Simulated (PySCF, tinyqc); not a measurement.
G0W0 on RHF in the sto-3g basis, for H3+, spin multiplicity 1, step by step. The lowest restricted solution is unstable here: a spin-polarised one lies 0.0064 hartree lower (PySCF). One step of it, computed by the program tinyqc.

Question. Integrals over molecular orbitals. (pq|rs) = sum C_ip C_jq C_kr C_ls (ij|kl), one index at a time.

coefficients C, order 1H 1s, 2H 1s, 3H 1s:
```
[[0.593299, -0.000241, 1.032424],
 [0.373683, -0.730411, -0.726357],
 [0.373479, 0.731250, -0.725299]]
```

core Hamiltonian H = T + V (hartree), order 1H 1s, 2H 1s, 3H 1s:
```
[[-1.348284, -0.647316, -0.646603],
 [-0.647316, -1.131608, -0.116314],
 [-0.646603, -0.116314, -1.131331]]
```

Two-electron integrals (ij|kl) in chemists' order, unique and non-zero (hartree):
```
(11|11) 0.774606   (21|11) 0.233384   (21|21) 0.096026   (22|11) 0.422877
(22|21) 0.233384   (22|22) 0.774606   (31|11) 0.233086   (31|21) 0.065963
(31|22) 0.119150   (31|31) 0.095809   (32|11) 0.036271   (32|21) 0.012667
(32|22) 0.027227   (32|31) 0.012654   (32|32) 0.001998   (33|11) 0.422653
(33|21) 0.119245   (33|22) 0.223860   (33|31) 0.233086   (33|32) 0.027227
(33|33) 0.774606
```

Give: one-electron integrals over orbitals h = C^T H C; Two-electron integrals over orbitals.

Answer.

one-electron integrals over orbitals h = C^T H C (hartree):
```
[[-1.3965, 0.0001, -0.0910],
 [0.0001, -1.0844, -0.0001],
 [-0.0910, -0.0001, -0.8126]]
```

Two-electron integrals over orbitals (pq|rs), unique and non-zero (hartree):
```
(11|11) 0.5322      (21|11) -1.31e-04   (21|21) 0.1474      (22|11) 0.4485
(22|21) 2.21e-04    (22|22) 0.5098      (31|11) 0.0910      (31|21) 4.29e-05
(31|22) -0.0509     (31|31) 0.1425      (32|11) 6.42e-05    (32|21) -0.1454
(32|22) -2.19e-04   (32|31) -1.29e-04   (32|32) 0.1615      (33|11) 0.5385
(33|21) -2.13e-04   (33|22) 0.4760      (33|31) 0.0795      (33|32) 1.71e-04
(33|33) 0.5719
```
